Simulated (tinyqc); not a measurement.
Length offset and series resistance from crossing lines.

Problem. R_total = Rs + k (L - dL)/Vo with constant Rs, dL and k. Find k, dL and Rs.

R_total at (L, Vo) = (40, 0.31), (80, 0.31), (40, 0.75) and (80, 0.75), L in nm and Vo in V (ohm um): [301.41935, 456.25806, 241.92000, 305.92000]

Answer. At each overdrive R is a straight line in L with slope k/Vo; the two lines cross at L = dL, R = Rs.

k = 1.200 ohm um V/nm
dL = 13.80 nm
Rs = 200.0 ohm um

tinyqc, about 0.03 s, one thread, Intel Xeon 2.30GHz (shared host): `OMP_NUM_THREADS=1 python tinyqc.py 2282157 2282158 out.jsonl`
